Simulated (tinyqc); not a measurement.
Ewald sum of point charges, bcc lattice in a neutralising background, step by step. Computed by tinyqc, a small Python program that keeps every step. Command: `OMP_NUM_THREADS=1 python tinyqc.py 20631 20632 out.jsonl` (the two numbers bound the seeds that draw the settings). One thread of a shared host (Intel(R) Xeon(R) Processor @ 2.60GHz), about 0.03 s of CPU time with the checks.

## Ewald sum with eta = 0.372 1/bohr

cell vectors (rows) (bohr):
$$\begin{pmatrix}
9.9400 & 0.0000 & 0.0000 \\
0.0000 & 9.9400 & 0.0000 \\
0.0000 & 0.0000 & 9.9400
\end{pmatrix}$$

Charges:
```
q           f1      f2      f3
1.0000  0.0000  0.0000  0.0000
1.0000  0.5000  0.5000  0.5000
```

Real space: 1/2 sum q_i q_j erfc(eta r)/r over all images with r > 0; reciprocal space: (2 pi/V) sum_(G != 0) exp(-G^2/4 eta^2)/G^2 |S(G)|^2 with S(G) = sum q exp(i G.r); self term -eta/sqrt(pi) sum q^2; background -pi Q^2/(2 V eta^2), Q the total charge.

Real-space shells (first ones):
```
r (bohr)  pairs  sum (hartree)
8.6083       16       5.52e-06
9.9400       12       1.03e-07
14.0573      24              0
```

Reciprocal shells (first ones that count):
```
G^2 (1/bohr^2)  vectors  sum (hartree)
0.7991               12         0.0907
1.5983                6         0.0054
2.3974               24         0.0034
3.1965               12       2.98e-04
3.9956               24       1.13e-04
4.7948                8       7.39e-06
5.5939               48       8.97e-06
6.3930                6       2.32e-07
7.1922               36       2.92e-07
7.9913               24       4.13e-08
8.7904               24       8.86e-09
9.5895               24       1.92e-09
```

## The total does not depend on eta

The same sums for other eta.

Totals (hartree per cell):
```
eta         real  reciprocal     self  background      total
0.3720  5.62e-06      0.0999  -0.4198     -0.0462  -0.366120
0.4990  1.16e-09      0.2226  -0.5631     -0.0257  -0.366120
0.6760         0      0.4107  -0.7628     -0.0140  -0.366120
```

shortest distance = 8.6083 bohr
